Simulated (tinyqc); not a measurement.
Gate sweep: ballistic transport through the one-dimensional subbands of a rectangular nanowire or nanosheet channel. Computed by tinyqc, a small Python program. Command: `OMP_NUM_THREADS=1 python tinyqc.py 3029422 3029423 out.jsonl wire walk`. One thread of a shared host (Intel(R) Xeon(R) Processor @ 2.30GHz), about 0.01 s of CPU time with the checks.

Hard walls, parabolic subbands, transport along x. Energies are counted from the bulk conduction band edge at the top of the barrier, which the gate pulls down by U; the source Fermi level lies at the bulk edge when U = 0.

Inputs (values chosen for the exercise, modelled on GaN):
```
quantity                      value  unit
mass m                         0.21   m_0
height a                        3.5    nm
width b                         6.8    nm
equivalent oxide thickness t      2    nm
drain voltage V_D              0.33     V
temperature T                   150     K
```

Valleys: single isotropic valley.

Constants: hbar^2/(2 m_0) = 3.80998212 eV angstrom^2; k_B = 8.617333262e-05 eV/K; m_0 = 9.1093837015e-31 kg; k_B = 1.380649e-23 J/K; hbar = 1.054571817e-34 J s; eps_0 = 8.8541878128e-12 F/m; e = 1.602176634e-19 C; h = 6.62607015e-34 J s.

Method:
- E_pq = (hbar^2 pi^2/2)(p^2/(m_y b^2) + q^2/(m_z a^2)); m_x = m_y = m_z = m, degeneracy g = 1; the 10 lowest subbands are kept.
- F_j(eta) = (1/Gamma(j + 1)) int_0^infinity x^j/(1 + exp(x - eta)) dx, F_0 = ln(1 + exp(eta)). Integrals over x = E/(k_B T) use 160 Gauss-Legendre points in u = sqrt(x) from 0 to sqrt(max(eta, 0) + 32).
- With degeneracy g = 1, eta_i = (U - E_i)/(k_B T) and u = e V_D/(k_B T): line density n = sum_i g sqrt(2 m_x k_B T/pi)/(2 hbar) [F_-1/2(eta_i) + F_-1/2(eta_i - u)]; gate: e n = C_ox (V_G - U/e), C_ox = 3.9 eps_0 2 (a + b)/t (flat-plate estimate); I = (2 e k_B T/h) sum_i g [F_0(eta_i) - F_0(eta_i - u)].
- Open modes are sum_i g/(1 + exp(-eta_i)). The last column is e dn/dV_G over C_ox, taken up to the next row.

Subbands:
```
valley axis  p  q  E (meV)  m_x (m_0)
-            1  1   184.90       0.21
-            2  1   301.07       0.21
-            3  1   494.69       0.21
-            1  2   623.42       0.21
-            2  2   739.59       0.21
-            4  1   765.76       0.21
-            3  2   933.21       0.21
-            5  1  1114.28       0.21
-            4  2  1204.28       0.21
-            1  3  1354.28       0.21
```

Against the gate voltage:
```
V_G (V)  U (meV)    n (1/nm)  I (microampere)  open modes    C_g/C_ox
-0.120   -120.00  4.2926e-12       5.7096e-11  5.7010e-11  6.2074e-08
-0.015    -15.00  1.4473e-08       1.9251e-07  1.9222e-07  4.1236e-04
0.100      99.95  1.0529e-04       1.4008e-03  1.3977e-03  2.5662e-01
0.230     196.59  7.4164e-02       1.2467e+00  7.1223e-01  4.9357e-01
0.330     247.23  1.8373e-01       4.8534e+00  1.0073e+00  5.1342e-01
0.460     310.49  3.3190e-01       1.0855e+01  1.6745e+00  5.7972e-01
0.600     369.33  5.1207e-01       1.9584e+01  1.9950e+00  4.7552e-01
0.760     453.25  6.8097e-01       3.2614e+01  2.0389e+00  6.3337e-01
0.930     515.57  9.2000e-01       4.3320e+01  2.8344e+00  7.2121e-01
1.100     562.97  1.1922e+00       5.1136e+01  3.0042e+00           -
```

What follows from these numbers?

Between the first two rows the current rises one decade per 30 mV, against the limit ln(10) k_B T/e = 30 mV. Above threshold C_g/C_ox lies between 0.48 and 0.72: the quantum capacitance in series costs a visible part. It dips where a subband has filled past its van Hove peak and recovers when the next one opens or the drain starts to fill the band.

Extremes, crossings and ranges named in words are read from the listed rows.
